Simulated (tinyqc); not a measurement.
Worked calculation: RKS/BP86 in the sto-3g basis, for H4, spin multiplicity 1. Computed by tinyqc, a small Python program that keeps every step (integrals from PySCF). Settings: charge = 0, multiplicity = 1, basis = sto-3g, energy threshold = 1e-09, iteration cap = 76, orthogonalisation = canonical, start = core, DIIS depth = 0, method = RKS, functional = b88,p86, grid = [40, 50]. Command: `OMP_NUM_THREADS=1 python tinyqc.py 28762 28763 out.jsonl` (the two numbers bound the seeds that draw the settings). One thread of a shared host (Intel(R) Xeon(R) Processor @ 2.60GHz), about 1 s of CPU time with the checks.

Geometry (angstrom):
```
atom       x       y       z
H     0.0000  0.0000  0.0000
H     0.0000  0.0000  1.1080
H     0.0000  0.0000  3.0430
H     0.0000  0.0000  4.1500
```

Stop when the energy changes by less than 1e-09 hartree and every element of the error matrix X^T (F D S - S D F) X is below 9e-06.

Course of the cycle:
```
iteration  E (hartree)     change  largest element of the error matrix
1            -2.090821          -                             3.57e-01
2            -2.016083   7.47e-02                             4.24e-01
3            -1.933252   8.28e-02                             5.18e-01
4            -1.854591   7.87e-02                             5.37e-01
5            -1.803395   5.12e-02                             6.03e-01
6            -1.770340   3.31e-02                             5.73e-01
7            -1.756702   1.36e-02                             6.25e-01
8            -1.747262   9.44e-03                             5.80e-01
9            -1.745859   1.40e-03                             6.30e-01
10           -1.742360   3.50e-03                             5.82e-01
11           -1.743655  -1.29e-03                             6.31e-01
12           -1.741384   2.27e-03                             5.82e-01
13           -1.743220  -1.84e-03                             6.31e-01
14           -1.741192   2.03e-03                             5.82e-01
...                ...        ...                                  ...
63           -1.743114  -1.97e-03                             6.31e-01
64           -1.741145   1.97e-03                             5.82e-01
65           -1.743114  -1.97e-03                             6.31e-01
66           -1.741145   1.97e-03                             5.82e-01
67           -1.743114  -1.97e-03                             6.31e-01
68           -1.741145   1.97e-03                             5.82e-01
69           -1.743114  -1.97e-03                             6.31e-01
70           -1.741145   1.97e-03                             5.82e-01
71           -1.743114  -1.97e-03                             6.31e-01
72           -1.741145   1.97e-03                             5.82e-01
73           -1.743114  -1.97e-03                             6.31e-01
74           -1.741145   1.97e-03                             5.82e-01
75           -1.743114  -1.97e-03                             6.31e-01
76           -1.741145   1.97e-03                             5.82e-01
```

Can the last value be used, and what does the course show?

Not by the stop rule. Not converged within the cap of 76 iterations: the residual has stopped falling: the iteration swings between two states. Reruns (cap 100 unless said): DIIS 8: converged in 9; damping 0.5: converged in 28; level shift 0.5: converged in 13; atomic densities as start, DIIS 8: converged in 7; the original settings with a cap of 400: not converged. PySCF RKS in the same basis, fine grid = -2.206705 hartree, which differs from a converged run on this coarse grid by the grid error.
